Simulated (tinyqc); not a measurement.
Inside a calculation. Model: thin-body transistor below threshold, two-dimensional Poisson equation on a small mesh.

tinyqc, about 0.09 s, one thread, Intel Xeon 2.30GHz (shared host): `OMP_NUM_THREADS=1 python tinyqc.py 2480041 2480042 out.jsonl` Printed values are rounded.

A thin body on a thick buried insulator of low permittivity, taken as carrying no normal field at the bottom of the body (row 0). Mobile charge is neglected (subthreshold), the body is fully depleted, and potentials are counted from the intrinsic level; rows run upward to the gate, columns from source to drain.

Parameters, values chosen for the exercise; semiconductor permittivity close to that of silicon:
- T = 273 K (temperature)
- eps_r = 11.9 (relative permittivity of the semiconductor)
- eox = 25 (relative permittivity of the insulator)
- tb = 8 nm (body thickness)
- tox = 6.1 nm (insulator thickness)
- L = 40 nm (channel length)
- Na = 0 cm^-3 (acceptor density of the depleted body)
- Vbi = 0.49 V (potential of the source)
- Vfb = 0.11 V (gate offset)
- Vg = -0.1 V (gate voltage)
- Vd = 0.05 V (drain voltage)

Constants: q = 1.602176634e-19 C, kB = 1.380649e-23 J/K, Vt = kB T/q, eps0 = 8.8541878128e-14 F/cm where lengths are in cm. Results are converted to the units shown.

## Coefficients of the five-point equations

Mesh: rows i = 0..2 in the semiconductor (step hs = tb/2, row 2 on the interface), then 1 step(s) ho = tox/1 up to the gate row 3; columns j = 0..5 (step hy = L/5). Box integration, divided by eps0: up_i = eps hy/h of the interval above row i, dn_i = that of the interval below (0 for row 0), lat_i = (sum of eps h/2 over the intervals above and below)/hy, s_i = -q Na w_i hy/eps0 with w_i the semiconductor height of the box (hs/2 for row 0 and the interface row, hs between, 0 in the insulator). Each free node obeys (up + dn + 2 lat) psi = up psi(above) + dn psi(below) + lat [psi(left) + psi(right)] + s.

up, row 0 to 2: [23.8, 23.8, 32.7869]
dn, row 0 to 2: [0, 23.8, 23.8]
lat, row 0 to 2: [2.975, 5.95, 12.5062]
s, row 0 to 2 (V): [0, 0, 0]

## Iteration 1: Jacobi sweep

psi at the start (fixed values on the edges, free nodes at zero) (V):
```
             j=0        j=1        j=2        j=3        j=4        j=5
row 0   0.490000   0.000000   0.000000   0.000000   0.000000   0.540000
row 1   0.490000   0.000000   0.000000   0.000000   0.000000   0.540000
row 2   0.490000   0.000000   0.000000   0.000000   0.000000   0.540000
row 3  -0.210000  -0.210000  -0.210000  -0.210000  -0.210000  -0.210000
```

Free nodes: rows 0..2, columns 1..4, taken row by row from row 0, left to right. t = (up psi(above) + dn psi(below) + lat [psi(left) + psi(right)] + s)/(up + dn + 2 lat), with all neighbours from the previous sweep; psi(new) = t.

psi after iteration 1 (V):
```
             j=0        j=1        j=2        j=3        j=4        j=5
row 0   0.490000   0.049000   0.000000   0.000000   0.054000   0.540000
row 1   0.490000   0.049000   0.000000   0.000000   0.054000   0.540000
row 2   0.490000  -0.009279  -0.084379  -0.084379  -0.001616   0.540000
row 3  -0.210000  -0.210000  -0.210000  -0.210000  -0.210000  -0.210000
```

## Iteration 2: Jacobi sweep

As before.

psi after iteration 2 (V):
```
             j=0        j=1        j=2        j=3        j=4        j=5
row 0   0.490000   0.088200   0.004900   0.005400   0.097200   0.540000
row 1   0.490000   0.064888  -0.028851  -0.028351   0.074954   0.540000
row 2   0.490000  -0.007920  -0.098733  -0.097559   0.001202   0.540000
row 3  -0.210000  -0.210000  -0.210000  -0.210000  -0.210000  -0.210000
```

## Course of the iteration: Jacobi sweep

Stop when the largest change of psi is below 1e-7 V, or after 400 iterations. Fixed values: gate row Vg - Vfb; column 0 at Vbi and the last column at Vbi + Vd in the semiconductor, each running linearly to Vg - Vfb across the insulator.

Course of the iteration:
```
iteration  psi at row 0, j = 2 (V)  largest |change| of one entry (V)
1                                0                             0.0844
2                           0.0049                             0.0432
3                       -0.0137212                             0.0186
4                       -0.0182107                             0.0107
5                       -0.0261315                            7.92e-3
6                       -0.0290907                            4.29e-3
7                       -0.0325357                            3.45e-3
8                       -0.0342491                            1.97e-3
9                       -0.0359322                            1.68e-3
...                            ...                                ...
53                      -0.0414798                            3.66e-7
54                      -0.0414801                            3.06e-7
55                      -0.0414804                            2.55e-7
56                      -0.0414806                            2.13e-7
57                      -0.0414807                            1.78e-7
58                      -0.0414809                            1.49e-7
59                      -0.0414810                            1.24e-7
60                      -0.0414811                            1.04e-7
61                      -0.0414811                            8.69e-8
```

Converged in 61 iterations. At the end each change is about 0.84 times the one before: linear convergence.

## Barrier, swing and barrier lowering

converged psi (V):
```
             j=0        j=1        j=2        j=3        j=4        j=5
row 0   0.490000   0.115360  -0.041482  -0.036022   0.136468   0.540000
row 1   0.490000   0.088135  -0.061769  -0.056900   0.107588   0.540000
row 2   0.490000  -0.002080  -0.120750  -0.117684   0.011727   0.540000
row 3  -0.210000  -0.210000  -0.210000  -0.210000  -0.210000  -0.210000
```

d psi/dVg on row 0: j=0 0.000000, j=1 0.536670, j=2 0.763795, j=3 0.763795, j=4 0.536670, j=5 0.000000
d psi/dVd on row 0: j=0 0.00000, j=1 0.02058, j=2 0.06350, j=3 0.17270, j=4 0.44275, j=5 1.00000

The barrier is read along row 0, the path farthest from the gate. Take the node j of lowest psi: barrier Vbi - psi_j; swing Vt ln 10/(d psi_j/dVg); DIBL = (d psi_j/dVd)/(d psi_j/dVg). The derivatives solve the same equations with s = 0 and a unit change of that voltage.

j = 2
barrier = 0.531482 V
swing = 70.9209 mV/decade
DIBL = 83.1408 mV/V

A mesh of 12, 8 and 80 steps (semiconductor, insulator, channel) gives a barrier of 0.576 V, a swing of 65.4 mV a decade and a DIBL of 99.7 mV/V; the small mesh puts the barrier 7.7 % below that.
